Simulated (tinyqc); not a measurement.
Moments against temperature: two-sublattice mean-field magnet: ferrimagnet, compensation points and susceptibility. Computed by tinyqc, a small Python program. Command: `OMP_NUM_THREADS=1 python tinyqc.py 3018426 3018427 out.jsonl ferri walk`. One thread of a shared host (Intel(R) Xeon(R) Processor @ 2.30GHz), about 0.02 s of CPU time with the checks.

A random alloy A(1-x)B(x) with H = -sum over pairs J S_i.S_j. a = <S_A> and b = <S_B> are taken along z, a > 0. Exchange fields: h_A = (1 - x) zJ_AA a + x zJ_AB b, h_B = (1 - x) zJ_AB a + x zJ_BB b; a = S_A B_(S_A)(S_A h_A/(k_B T)) and likewise for b, with the Brillouin function B_S(y) = [(2S + 1)/(2S)] coth[(2S + 1) y/(2S)] - [1/(2S)] coth[y/(2S)].

Inputs (values chosen for the exercise, for a model ferrimagnet):
```
quantity               value  unit
spin S_A                 1.5     -
spin S_B                 3.5     -
g factor g_A             2.2     -
g factor g_B               2     -
fraction x of B sites   0.41     -
z J_AA                  18.8   meV
z J_BB                  0.93   meV
z J_AB                  -7.4   meV
T over T_c              0.44     -
```

Constants: k_B = 8.617333262e-05 eV/K.

Method:
- Linearised, T (a, b) = M (a, b) with M_ij = S_i (S_i + 1) c_j zJ_ij/(3 k_B), c_A = 1 - x, c_B = x. T_c is the larger eigenvalue, and its eigenvector gives b/a at onset, (T_c - M_AA)/M_AB.
- Repeat from a = S_A, b = -S_B until a and b change by less than 1e-10.
- Net moment m = (1 - x) g_A a + x g_B b in mu_B per site; net spin s = (1 - x) a + x b.

T_c = 220.299 K

Sublattices:
```
T/T_c   T (K)   a/S_A   -b/S_B  m (mu_B)
0.05    11.01  1.0000  0.99993  -0.92280
0.15    33.04  1.0000  0.98068  -0.86765
0.30    66.09  0.9931  0.90046  -0.65076
0.45    99.13  0.9592  0.79247  -0.40674
0.60   132.18  0.8857  0.66325  -0.17912
0.72   158.62  0.7867  0.54395  -0.02947
0.84   185.05  0.6293  0.40232   0.07066
0.92   202.68  0.4613  0.28031   0.09369
0.97   213.69  0.2887  0.17009   0.07398
```

At 0.45 T_c A keeps 0.96 and B 0.79 of saturation. m changes sign once (Neel type N).
